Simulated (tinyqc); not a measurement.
From results back to parameters: conductance of a narrow metal strip with scatterers (square lattice, Green functions). Three cases, with inputs chosen for the exercise.

Problem. Boundaries with reflection R, a distance dg apart, add incoherently to the scattering in a one-dimensional channel: rho/rho0 = 1 + (lam/dg) R/(1 - R). The ratio comes from a hidden R.

Find: R; effective mean free path lam rho0/rho.

Method. y = (rho/rho0 - 1) dg/lam = R/(1 - R), so R = y/(1 + y).

Case 1.

Values chosen (out of a larger set: hopping and spacing of the size met in Cu or Al; the lattice is a model; not measured data): lam = 42 nm (bulk mean free path); dg = 22 nm (distance between boundaries).

rho/rho0 = 2.02797

Solution.

R = 0.350
effective mean free path lam rho0/rho = 20.71 nm

Case 2.

Values chosen (out of a larger set: hopping and spacing of the size met in Cu or Al; the lattice is a model; not measured data): lam = 45 nm (bulk mean free path); dg = 17 nm (distance between boundaries).

rho/rho0 = 2.83948

Solution.

R = 0.410
effective mean free path lam rho0/rho = 15.85 nm

Case 3.

Values chosen (out of a larger set: hopping and spacing of the size met in Cu or Al; the lattice is a model; not measured data): lam = 31 nm (bulk mean free path); dg = 35 nm (distance between boundaries).

rho/rho0 = 2.03975

Solution.

R = 0.540
effective mean free path lam rho0/rho = 15.20 nm

Computed by tinyqc, one run a case: `OMP_NUM_THREADS=1 python tinyqc.py N N+1 out.jsonl` with N = 1452361, 1452426, 1452431; one thread of a shared Intel(R) Xeon(R) Processor @ 2.30GHz, about 0.01 s a run at most.
